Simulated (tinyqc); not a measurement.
Valley-orbit splitting of a donor ground state, with strain: one step, computed by the program tinyqc. Command: `OMP_NUM_THREADS=1 python tinyqc.py 3029445 3029446 out.jsonl valleyorbit walk`. One thread of a shared host (Intel(R) Xeon(R) Processor @ 2.30GHz), about 0.01 s of CPU time with the checks.

The basis is the 1s envelope in each valley; energies are counted from the unstrained conduction-band edge. The strain is e_s (a a^T - 1/3) for the unit stress axis a, so valley j along n_j moves by Xi_u e_s w_j with w_j = (n_j.a)^2 - 1/3: +1/6 for x and y, -1/3 for z. The splitting at the zone boundary that a [110] shear adds for <100> valleys is left out.

Question. Levels without strain. By symmetry: E(A1) = E_0 + Lambda + 4 Delta_1 + Delta_2 (one state), E(T2) = E_0 + Lambda - Delta_2 (three), E(E) = E_0 + Lambda - 2 Delta_1 + Delta_2 (two), as binding energies.

Inputs (values chosen for the exercise, modelled on donors in silicon):
```
quantity                          value  unit
single-valley binding energy E_0   30.3   meV
central-cell shift Lambda           3.6   meV
coupling Delta_1                   2.65   meV
coupling Delta_2                   2.11   meV
```

Valleys: six along <100>. Stress axis: [110].

Give: E(A1); E(T2); E(E).

Answer.

E(A1) = 46.61 meV

E(T2) = 31.79 meV

E(E) = 30.71 meV

Only A1 has all valley amplitudes in phase, so only it has weight at the nucleus. Of the upper states T2 is bound more strongly, because Delta_1 is larger than Delta_2.
